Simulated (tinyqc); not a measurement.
CIS and TDHF on RHF in the sto-3g basis, for H4, spin multiplicity 1, step by step. One step of it, computed by the program tinyqc.

Task: TDHF (RPA) singlet states. B(ia,jb) = 2 (ia|jb) - (ib|ja); the squared energies are the eigenvalues of (A - B)(A + B); 1 hartree = 27.211386 eV.

CIS matrix A, singlet (hartree), lower triangle:
```
          1>3        1>4       2>3       2>4
1>3  0.928521
1>4  0.000008   1.653417
2>3  0.000021  -0.062109  0.676445
2>4  0.036987   0.000022  0.000006  1.427742
```

Two-electron integrals over orbitals (pq|rs), unique and non-zero (hartree):
```
(11|11) 0.543661    (21|11) -0.000271   (21|21) 0.164096    (22|11) 0.487429
(22|21) 0.000217    (22|22) 0.503736    (31|11) -0.084866   (31|21) -0.000172
(31|22) 0.001814    (31|31) 0.107351    (32|11) -0.000325   (32|21) 0.100659
(32|22) 0.000142    (32|31) 0.000086    (32|32) 0.130299    (33|11) 0.501524
(33|21) 0.000151    (33|22) 0.495968    (33|31) -0.022925   (33|32) 0.000059
(33|33) 0.522237    (41|11) 0.000210    (41|21) -0.044098   (41|22) -0.000033
(41|31) -0.000114   (41|32) 0.045693    (41|33) -0.000012   (41|41) 0.090910
(42|11) -0.090558   (42|21) -0.000129   (42|22) -0.017960   (42|31) 0.095241
(42|32) 0.000121    (42|33) -0.019508   (42|41) -0.000099   (42|42) 0.103126
(43|11) -0.000235   (43|21) 0.153495    (43|22) 0.000237    (43|31) -0.000155
(43|32) 0.099478    (43|33) 0.000180    (43|41) -0.041704   (43|42) -0.000137
(43|43) 0.166380    (44|11) 0.577872    (44|21) -0.000220   (44|22) 0.524451
(44|31) -0.092195   (44|32) -0.000315   (44|33) 0.547565    (44|41) 0.000215
(44|42) -0.104643   (44|43) -0.000201   (44|44) 0.657302
```

Give: TDHF matrix B, singlet; squared energies w^2; TDHF energies from the positive w^2.

Result:

TDHF matrix B, singlet (hartree), lower triangle:
```
       1>3     1>4    2>3    2>4
1>3  0.107
1>4  0.000   0.091
2>3  0.000  -0.004  0.130
2>4  0.145   0.000  0.000  0.103
```

squared energies w^2 (hartree^2): 0.435  0.833  2.006  2.738

TDHF energies from the positive w^2 (eV): 17.956  24.832  38.545  45.029
